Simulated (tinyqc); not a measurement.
MOS capacitor on a p-type substrate, surface potential from the exact charge relation: effect of the relative permittivity of the gate insulator on threshold and swing.

Uniform p-type substrate, Boltzmann statistics, full ionisation, classical densities. psi is the surface potential against the body (positive when the bands bend down) and u = psi/Vt. Traps are spread evenly over the gap and neutral at flat band, so their charge is -q Dit psi; the minority quasi-Fermi level is shifted by Vb.

ni = sqrt(Nc Nv) exp(-Eg/(2 Vt)), Eg in volts; phiF = Vt ln(N/ni); Cox = eps0 eox/tox; Vfb = phiM - chi - (Eg - Vt ln(Nv/N)) - q Nf/Cox; VT = Vfb + [(2 phiF + Vb)(1 + q Dit/Cox) + sqrt(2 eps0 eps_r q N (2 phiF + Vb))/Cox]. gamma = sqrt(2 eps0 eps_r q N)/Cox; Wm = sqrt(2 eps0 eps_r (2 phiF + Vb)/(q N)); m = 1 + (eps0 eps_r/Wm + q Dit)/Cox; swing m Vt ln 10; Cmin/Cox = 1/(1 + Cox Wm/(eps0 eps_r)).

Values chosen for this exercise; band and dielectric values close to those of silicon: temperature T = 273 K; band gap Eg = 1.12 eV; relative permittivity eps_r = 11.8; conduction-band density of states at T Nc = 2.39e19 cm^-3; valence-band density of states at T Nv = 2.32e19 cm^-3; electron affinity chi = 4 eV; acceptor density of the substrate N = 1.9e15 cm^-3; insulator thickness tox = 28 nm; gate work function phiM = 4.88 eV; fixed charge at the interface, in units of q Nf = 0 cm^-2; density of interface traps Dit = 0 cm^-2 eV^-1; reverse bias of the inversion layer against the body Vb = 0 V.

Constants: q = 1.602176634e-19 C, kB = 1.380649e-23 J/K, Vt = kB T/q, eps0 = 8.8541878128e-14 F/cm where lengths are in cm. Results are converted to the units shown.

The same in every row: Vfb (V) = -0.01863; 2 phiF (V) = 0.6766; Wm (nm) = 681.5.

Results:
```
eox	gamma (V^0.5)	VT (V)	m	swing (mV/decade)	Cmin/Cox
3.9	0.2045	0.8261	1.124	60.90	0.1106
5	0.1595	0.7891	1.097	59.42	0.08840
7.5	0.1063	0.7454	1.065	57.67	0.06072
9	0.08862	0.7308	1.054	57.09	0.05112
15	0.05317	0.7017	1.032	55.92	0.03131
30	0.02659	0.6798	1.016	55.04	0.01590
```

Estimate the missing row, eox = 22.

Computed row:
```
eox	gamma (V^0.5)	VT (V)	m	swing (mV/decade)	Cmin/Cox
22	0.03625	0.6877	1.022	55.36	0.02156
```

With this row back in the table: As eox goes from 3.9 to 30, VT falls from 0.826 to 0.680 V, the swing falls from 60.9 to 55.0 mV/decade and Cmin/Cox falls from 0.111 to 0.0159. Vfb does not move. m - 1 goes as eox^(-1.00), that is as 1/Cox.

Computed by the program tinyqc: `OMP_NUM_THREADS=1 python tinyqc.py 2060093 2060094 out.jsonl`, one thread of a shared Intel Xeon 2.30GHz, about 0.01 s for the whole run.
